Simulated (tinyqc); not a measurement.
# Surface potential of a MOS transistor: implicit equation and explicit approximations, step by step

Computed by the program tinyqc: `OMP_NUM_THREADS=1 python tinyqc.py 2122065 2122066 out.jsonl`, one thread of a shared Intel Xeon 2.30GHz, about 0.02 s for the whole run. Printed values are rounded.

p-type body, charge-sheet picture, depletion and inversion only, full ionisation (an idealisation for deep acceptors), Boltzmann statistics (rough once Na exp(x - xn) passes about Nc/7). In units of Vt: xg = (Vg - Vfb)/Vt, x = psi/Vt, G = gamma/sqrt(Vt), xn = (2 phiF + Vc)/Vt. The implicit equation is (xg - x)^2 = G^2 [x - 1 + exp(x - xn)] for x above about 3. Cox = eps0 eox/tox.

Inputs (values chosen for the exercise); band and dielectric values close to those of silicon: temperature T = 250 K; band gap Eg = 1.1 eV; relative permittivity eps_r = 11.5; conduction-band density of states at T Nc = 2.11e19 cm^-3; valence-band density of states at T Nv = 2.05e19 cm^-3; relative permittivity of the gate insulator (close to aluminium oxide) eox = 8.75; insulator thickness tox = 16 nm; acceptor density Na = 3e16 cm^-3; flat-band voltage Vfb = -0.98 V; channel-body voltage Vc = 1 V; gate-body voltage Vg = 1.33 V.

Constants: q = 1.602176634e-19 C, kB = 1.380649e-23 J/K, Vt = kB T/q, eps0 = 8.8541878128e-14 F/cm where lengths are in cm. Results are converted to the units shown.

## Scales

ni = sqrt(Nc Nv) exp(-Eg/(2 Vt)), Eg in volts; phiF = Vt ln(Na/ni); gamma = sqrt(2 q eps0 eps_r Na)/Cox; VT = Vfb + Vt (xn + G sqrt(xn - 1)).

phiF = 0.409076 V
gamma = 0.204323 V^0.5
G = 1.39207
xn = 84.3951
VT = 1.11202 V
xg = 107.226

## Explicit approximation

Depletion value a = 1 + [sqrt(G^2/4 + xg - 1) - G/2]^2; inversion value b = xn + ln[(xg - xn)^2/G^2 - xn + 1] and first guess y = min(a, b) - ln(1 + exp(-|a - b|)) if a > xn + 1, else b = y = a; one second-order correction with D = exp(y - xn), p = 2 (xg - y) + G^2 (1 + D), w = (xg - y)^2 - G^2 (y - 1 + D): z = y + 2 w/(p + sqrt(p^2 - 2 (2 - G^2 D) w)), or the Newton step z = y + w/p where the root is not real.

a = 93.8145
b = 89.6186
y = 89.6037
p = 391.476
w = -215.458
z = 88.6003

The root of the implicit equation is x = 88.8533; y misses it by 0.75 and z by -0.25, in units of Vt.

## Starting value

x = y rounded to two decimals.

x at the start = 89.6

## Iteration 1: new x

D = exp(x - xn), f = (xg - x)^2 - G^2 (x - 1 + D), f' = -2 (xg - x) - G^2 (1 + D), x(new) = x - f/f'.

D = 182.156
f = -214.019
f' = -390.181
x after iteration 1 = 89.0515

## Iteration 2: new x

As before.

D = 105.251
f = -44.2893
f' = -242.248
x after iteration 2 = 88.8687

## Course of the iteration

Stop when the step is below 1e-11, or after 60 iterations.

Course of the iteration:
```
iteration  x before the step      step
1                       89.6    -0.549
2                    89.0515    -0.183
3                    88.8687   -0.0152
4                    88.8534  -9.41e-5
5                    88.8533  -3.55e-9
6                    88.8533         0
```

Converged in 6 iterations.

## Potential, charges and gate control

converged x = 88.8533

psi = Vt x; N_dep = Cox Vt G sqrt(x - 1)/q; N_inv = (Cox Vt G/q) [sqrt(x - 1 + exp(x - xn)) - sqrt(x - 1)]; dpsi/dVg = 1/[1 + G^2 (1 + exp(x - xn))/(2 (xg - x))].

psi = 1.91420 V
N_dep = 8.49531e11 cm^-2
N_inv = 3.4667e11 cm^-2
dpsi/dVg = 0.178389

psi lies 4.5 Vt above 2 phiF + Vc.
